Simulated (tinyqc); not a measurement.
The basis set: RHF and MP2 along a ladder of basis sets, for H2, spin multiplicity 1. Computed by the program tinyqc with PySCF. 

Geometry (angstrom):
```
atom       x       y       z
H     0.0000  0.0000  0.0000
H     0.0000  0.0000  0.7290
```

Same geometry throughout; the dipole is taken about the origin.

RHF and frozen-core MP2 in a ladder of bases:
```
basis        functions  E(RHF) (hartree)  E(MP2 corr) (hartree)  HOMO (eV)  LUMO (eV)  dipole (debye)
sto-3g               2         -1.117228              -0.012884   -15.8679    18.5755          0.0000
3-21g                4         -1.122934              -0.017210   -16.2195     7.2764          0.0000
6-31g                4         -1.126827              -0.017262   -16.3045     6.5690          0.0000
6-31g**             10         -1.131324              -0.026320   -16.2816     6.5951          0.0000
cc-pvdz             10         -1.128479              -0.026272   -16.2115     5.4298          0.0000
aug-cc-pvdz         18         -1.128556              -0.027178   -16.2221     1.6770          0.0000
cc-pvtz             28         -1.132968              -0.031636   -16.2752     4.5929          0.0000
```

From cc-pVDZ to cc-pVTZ the RHF energy falls by 4.5 mhartree and the correlation energy by 5.4. If valence correlation converges as X^-3, (27 E(T) - 8 E(D))/19 gives -0.0339 hartree, a rough estimate from such small X that usually falls short; STO-3G holds about 38 % of it. Beyond STO-3G the LUMO moves by 5.6 eV and the HOMO by 0.1 eV; diffuse functions lower the positive LUMO sharply, since an unbound virtual level tracks the most diffuse function.
